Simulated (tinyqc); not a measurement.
Input admittance of a MOSFET at zero drain bias: distributed channel and distributed gate: one step of the calculation.

Source and drain grounded, strong inversion, w = 2 pi f, Cox = eps0 eox/tox. The channel is an RC line of resistance 1/(mu Cox Vo) per square fed from both ends, so one finger has the intrinsic admittance y = i w Cox L tanh(g)/g per width, g = (1/2) sqrt(i w tau), tau = L^2/(mu Vo). The vertical resistance rv/L is in series with y, the overlaps 2 i w Cov in parallel: y_t = 1/(1/y + rv/L) + 2 i w Cov. The gate strip is a line of Rsh/L per length loaded by y_t, so a finger has Y = y_t Wf tanh(k)/k, k = (Wf/sd) sqrt(y_t Rsh/L); the device has Nf Y.

Question. Low-frequency resistances and capacitance. Low-frequency limits, with c = Cox L and ct = c + 2 Cov: R_strip = Rsh Wf/(3 sd^2 L Nf), R_ch = (c/ct)^2 L/(12 mu Cox Vo Wf Nf), R_vert = (c/ct)^2 rv/(L Wf Nf), C = ct Wf Nf.

Values chosen for this exercise; values of the order met in silicon radio-frequency transistors:
- eox = 3.9 (relative permittivity of the gate insulator (close to silicon dioxide))
- tox = 3 nm (insulator thickness)
- L = 1.3 um (channel length)
- Wf = 19 um (finger width)
- Nf = 1 (number of fingers)
- mu = 100 cm^2/(V s) (channel mobility)
- Vo = 0.25 V (gate overdrive)
- Rsh = 18 ohm/square (sheet resistance of the gate)
- rv = 0 ohm um^2 (vertical resistivity of the gate stack)
- sd = 1 (number of ends at which a finger is contacted)
- Cov = 0.33 fF/um (overlap and fringe capacitance on each side)

Constants: eps0 = 8.8541878128e-14 F/cm where lengths are in cm. Results are converted to the units shown.

Wanted: parts; sum; C; 1/(2 pi R C).

Answer.

parts (ohm): strip 87.692, channel 181.75, vertical 0
sum = 269.45 ohm
C = 296.85 fF
1/(2 pi R C) = 1.9898 GHz

The channel term is the largest, 67.5 % of the sum.

Numbers from tinyqc (`OMP_NUM_THREADS=1 python tinyqc.py 2262002 2262003 out.jsonl`; about 0.01 s on one thread of a shared Intel Xeon 2.30GHz).
